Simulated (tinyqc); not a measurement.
Approximations against the iterative solution: electron mobility of a polar semiconductor by Rode's iterative solution of the Boltzmann equation. Computed by tinyqc, a small Python program. Command: `OMP_NUM_THREADS=1 python tinyqc.py 3017110 3017111 out.jsonl rode walk`. One thread of a shared host (Intel(R) Xeon(R) Processor @ 2.30GHz), about 0.01 s of CPU time with the checks.

The distribution is f(E) + e F l(E) (-df/dE) cos(theta) for a weak field F, theta counted from the force; l(E) is a mean free path. Elastic processes enter by their momentum rate, polar optical phonons by out- and in-scattering terms. One valley only: where upper valleys lie close, measured mobilities are lower. The density n is prescribed, even where a narrow-gap material would have more intrinsic carriers.

Inputs (values chosen for the exercise, modelled on GaSb):
```
quantity                               value    unit
effective mass m                      0.0397     m_0
non-parabolicity alpha                   1.2    1/eV
static permittivity eps_s               15.7       -
high-frequency permittivity eps_inf     14.4       -
density rho                             5610  kg/m^3
sound velocity v_l                      4190     m/s
acoustic deformation potential D_A       7.8      eV
optical phonon energy hbar w              30     meV
electron density n                   1.2e+17  1/cm^3
compensation ratio C                       0       -
temperature T                            150       K
grid points per phonon energy s            8       -
iteration cap                            200       -
```

Band: Kane. Elastic processes: acoustic, impurity.

Constants: k_B = 8.617333262e-05 eV/K; m_0 = 9.1093837015e-31 kg; e = 1.602176634e-19 C; hbar = 1.054571817e-34 J s; eps_0 = 8.8541878128e-12 F/m; k_B = 1.380649e-23 J/K; hbar = 6.582119569e-16 eV s.

Method:
- Kane band: hbar^2 k^2/(2 m) = E (1 + alpha E), speed v = hbar k/(m (1 + 2 alpha E)), states per spin, volume and energy g(E) = m k (1 + 2 alpha E)/(2 pi^2 hbar^2); overlap factors are set to 1. Masses are multiplied by m_0 and all formulas are in SI units.
- The reduced Fermi level eta = E_F/(k_B T) solves n = 2 Z int g f dE with f = 1/(1 + exp(x - eta)) (Z = 1 unless valleys are given); screening length L_s = sqrt(eps_s eps_0 k_B T/(e^2 dn/deta)), dn/deta = 2 Z int g f (1 - f) dE.
- Integrals over x = E/(k_B T) use 160 Gauss-Legendre points in u = sqrt(x) from 0 to sqrt(max(eta, 0) + 32).
- N_I = n (1 + C)/(1 - C).
- Phonon occupation N_q = 1/(exp(hbar w/(k_B T)) - 1).
- Acoustic deformation potential (elastic, equipartition, absorption and emission together): 1/tau = 2 pi k_B T D_A^2 g(E)/(hbar rho v_l^2).
- Singly charged impurities, momentum relaxation: 1/tau = N_I e^4 m (1 + 2 alpha E) Phi/(8 pi (eps_s eps_0)^2 hbar^3 k^3), with alpha = 0 for a parabolic band.
- Brooks-Herring: Phi = ln(1 + b) - b/(1 + b), b = 4 k^2 L_s^2.
- Polar optical, unscreened: W = e^2 w (1/eps_inf - 1/eps_s) m (1 + 2 alpha E') ln|(k + k')/(k - k')| / (4 pi eps_0 hbar^2 k), times N_q for absorption (E' = E + hbar w) and N_q + 1 for emission (E' = E - hbar w > 0), with alpha = 0 for a parabolic band; mean cosine of the angle <cos> = (k^2 + k'^2)/(2 k k') - 1/ln|(k + k')/(k - k')|.
- Energy grid E_j = (j + 1/2) hbar w/s, j = 0, 1, ..., up to (max(eta, 0) + 18) k_B T, so that E_j +/- hbar w are grid points; l = 0 beyond the grid; integrals are sums times the spacing.
- With f' = f(E'): out-scattering S_o = sum over absorption and emission of W (1 - f')/(1 - f); nu = sum of elastic rates; the in-scattering weights are c+ = W_abs <cos> (1 - f')/(1 - f) for E' = E + hbar w and c- likewise for emission.
- Iteration: l_new(E) = [v(E) + c+ l(E + hbar w) + c- l(E - hbar w)]/(nu + S_o), from l = 0.
- mu = e sum g v l f (1 - f) / (3 k_B T sum g f) over the grid; stop when mu changes by less than 1e-8 of itself.
- Self-energy RTA: l = v/(nu + S_o), the first iteration. Momentum RTA: l = v/(nu + S_o - c+ v(E + hbar w)/v - c- v(E - hbar w)/v), listed only where the denominator is positive on the whole grid. The polar-only value solves the same system with nu = 0; the elastic value takes l = v/nu.

reduced Fermi level eta = 1.01423

ionised impurity density N_I = 1.20e+17 1/cm^3

screening length L_s = 11.9053 nm

mobility mu = 18471.9 cm^2/(V s)

Mobilities:
```
method                              mu (cm^2/(V s))  deviation (%)
iterative solution                       1.8472e+04           0.00
self-energy RTA                          1.5605e+04         -15.52
momentum RTA                             1.8612e+04           0.76
polar phonons alone, exact               1.0810e+05         485.22
elastic processes alone                  2.7918e+04          51.14
Matthiessen's rule on the last two       2.2188e+04          20.12
```

self-energy RTA mobility = 15605 cm^2/(V s)

polar-phonon mobility = 1.0810e+05 cm^2/(V s)

elastic mobility = 27918 cm^2/(V s)

error of the self-energy RTA = -15.523 %

What follows from these numbers?

The self-energy RTA is 15.5 % low: it counts every polar event as a full loss of current. Here hbar w/k_B T = 2.32. Matthiessen's rule is 20.1 % high. The momentum RTA deviates by +0.8 %. Caution: the gas is degenerate, and screening of the polar coupling, left out here, would raise the mobility.
